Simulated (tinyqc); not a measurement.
Three-band tight binding of a dichalcogenide monolayer: one step. Levels and weights. Three cases, with inputs chosen for the exercise.

Problem. Diagonalise H.

Give: levels; weights.

Case 1.

H (eV), lower triangle (Hermitian):
```
                        z2                  xy     x2-y2
z2                0.775690
xy     -1.067746+0.373490i            1.742263
x2-y2  -0.161300+0.455771i  0.071735+0.691729i  1.720589
```

Solution.

levels (eV): -0.2495  1.7656  2.7225

weights:
```
       band 1  band 2  band 3
z2      0.574   0.250   0.175
xy      0.298   0.098   0.604
x2-y2   0.127   0.652   0.221
```

Case 2.

H (eV), lower triangle (Hermitian):
```
                        z2                   xy     x2-y2
z2                0.427782
xy     -0.704265-0.703782i             2.513818
x2-y2   0.062169-0.820894i  -0.061005-0.134777i  2.503048
```

Solution.

levels (eV): -0.2175  2.6412  3.0209

weights:
```
       band 1  band 2  band 3
z2      0.800   0.004   0.196
xy      0.116   0.343   0.541
x2-y2   0.083   0.653   0.263
```

Case 3.

H (eV), lower triangle (Hermitian):
```
                        z2                   xy     x2-y2
z2                1.084200
xy     -0.935603-1.215136i             1.834534
x2-y2  -1.064527-0.257250i  -0.215546+0.895220i  2.325031
```

Solution.

levels (eV): -0.7325  2.5696  3.4067

weights:
```
       band 1  band 2  band 3
z2      0.512   0.242   0.246
xy      0.319   0.302   0.379
x2-y2   0.169   0.456   0.375
```

Computed by tinyqc, one run a case: `OMP_NUM_THREADS=1 python tinyqc.py N N+1 out.jsonl` with N = 1480052, 1480360, 1480758; one thread of a shared Intel(R) Xeon(R) Processor @ 2.30GHz, about 0.02 s a run at most.
